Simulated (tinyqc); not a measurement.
Read current of a NAND string, cells in series solved by shooting: one step of the calculation.

Cells in series, numbered from 0 at the source line (0 V) to the bit line, each followed by a gap resistance Rg. A cell with gate Vg, threshold VT, source Vs and drain Vd passes I = 2 nf K Vt^2 [F(Vs) - F(Vd)]/(1 + th max(Vg - VT, 0)), F(V) = ln^2(1 + exp((Vg - VT - nf V)/(2 nf Vt))). The selected cell has Vg = Vr, the others Vg = Vp.

Problem. Node voltages for a trial current. For a trial current I start at 0 V and, cell by cell (the selected one is cell 2), solve for the drain: sqrt(F(Vd)) = sqrt(F(Vs) - I/k), k = 2 nf K Vt^2/(1 + th max(Vg - VT, 0)), Vd = [Vg - VT - 2 nf Vt ln(exp(sqrt F) - 1)]/nf, then add I Rg.

Parameters, values chosen for the exercise; values of the order met in vertical NAND strings: temperature T = 358 K; gain factor of a cell K = 3.7 uA/V^2; slope factor nf = 2; mobility reduction factor th = 0.06 1/V; resistance of the gap between cells Rg = 4.4 kohm; bit-line voltage Vbl = 0.7 V; pass voltage Vp = 6.8 V; read voltage on the selected word line Vr = 1.68 V.

Constants: q = 1.602176634e-19 C, kB = 1.380649e-23 J/K, Vt = kB T/q. Results are converted to the units shown.

first trial current = 0.51 uA

| cell | thresholds from the source end (V) |
|---|---|
| 0 | -0.6 |
| 1 | -0.6 |
| 2 | 0.6 |
| 3 | 3.2 |
| 4 | -0.6 |
| 5 | 3.2 |

Wanted: node voltage after each cell and gap, trial 1.

Solution.

| cell | node voltage after each cell and gap, trial 1 (V) |
|---|---|
| 0 | 0.029239 |
| 1 | 0.058696 |
| 2 | 0.25140 |
| 3 | 0.30875 |
| 4 | 0.34046 |
| 5 | 0.40130 |

Numbers from tinyqc (`OMP_NUM_THREADS=1 python tinyqc.py 2142091 2142092 out.jsonl`; about 0.7 s on one thread of a shared Intel Xeon 2.30GHz).
